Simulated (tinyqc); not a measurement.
Worked calculation: plane-wave Kohn-Sham cycle with exchange-only LDA in a layered model solid. One step of it, computed by the program tinyqc.

Question. Iteration 2: potential. V_H(G) = 4 pi rho(G)/G^2 for G != 0 (uniform background); v_x = -(3 rho/pi)^(1/3); V = V_ext + V_H + v_x; Fourier components f(G_m) = (1/N) sum_j f(x_j) exp(-i G_m x_j).

A solid whose potential varies along x alone (atomic units):
```
parameter                      value
period a                    4.700000
cross-section of the cell  18.000000
electrons per cell                 2
grid points                       16
plane waves -n..n, n               2
k points                           3
V1 in V1 cos(2 pi x/a)     -0.320000
V2 in V2 cos(4 pi x/a)      0.170000
```

density after iteration 1 (e/bohr^3): 0.02536224  0.02524276  0.02488769  0.02432451  0.02363385  0.02294611  0.02239212  0.02204927  0.02193574  0.02204927  0.02239212  0.02294611  0.02363385  0.02432451  0.02488769  0.02524276

Give: Potentials on the grid; V(G_m), m = 0, 1, 2, ....

Answer.

Potentials on the grid (hartree):
```
x         V_ext        V_H     v_x       V
0.000    -0.150      0.012  -0.289  -0.427
0.294    -0.175      0.011  -0.289  -0.453
0.588    -0.226      0.009  -0.288  -0.505
0.881    -0.243   4.69e-03  -0.285  -0.523
1.175    -0.170  -1.30e-05  -0.283  -0.453
1.469  2.25e-03  -4.71e-03  -0.280  -0.282
1.762     0.226     -0.009  -0.278  -0.060
2.056     0.416     -0.011  -0.276   0.128
2.350     0.490     -0.012  -0.276   0.202
2.644     0.416     -0.011  -0.276   0.128
2.938     0.226     -0.009  -0.278  -0.060
3.231  2.25e-03  -4.71e-03  -0.280  -0.282
3.525    -0.170  -1.30e-05  -0.283  -0.453
3.819    -0.243   4.69e-03  -0.285  -0.523
4.112    -0.226      0.009  -0.288  -0.505
4.406    -0.175      0.011  -0.289  -0.453
```

V(G_m), m = 0, 1, 2, ... (hartree): -0.283  -0.157  0.085  0.000  0.000
